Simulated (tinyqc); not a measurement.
Mass and degeneracy from charge and saturation current.

Inverse problem. At high drain voltage only states moving towards the drain are filled: n = (N0/2) F_0(eta), N0 = gv m kB T/(pi hbar^2), F_0(x) = ln(1 + exp x), and I = q (N0/2) vT F_(1/2)(eta) per width, vT = sqrt(2 kB T/(pi m)), F_(1/2)(x) = (2/sqrt(pi)) int_0^infinity u^(1/2)/(1 + exp(u - x)) du. Find eta and m.

Values chosen for this exercise: temperature T = 300 K; valley degeneracy gv = 1.

Constants: q = 1.602176634e-19 C, kB = 1.380649e-23 J/K, hbar = 1.054571817e-34 J s, m0 = 9.1093837015e-31 kg. Results are converted to the units shown.

n = 9.3320379e11 cm^-2
I = 432.15828 uA/um

Answer. The mass drops out of I^2/(q^2 n) = gv (kB T)^2 F_(1/2)^2/(pi^2 hbar^2 F_0), which rises with eta and so fixes it; n then gives m.

eta = 2.48
m = 0.0675 m0

Program tinyqc, `OMP_NUM_THREADS=1 python tinyqc.py 2400021 2400022 out.jsonl`; Intel Xeon 2.30GHz, shared host, one thread, about 0.01 s.
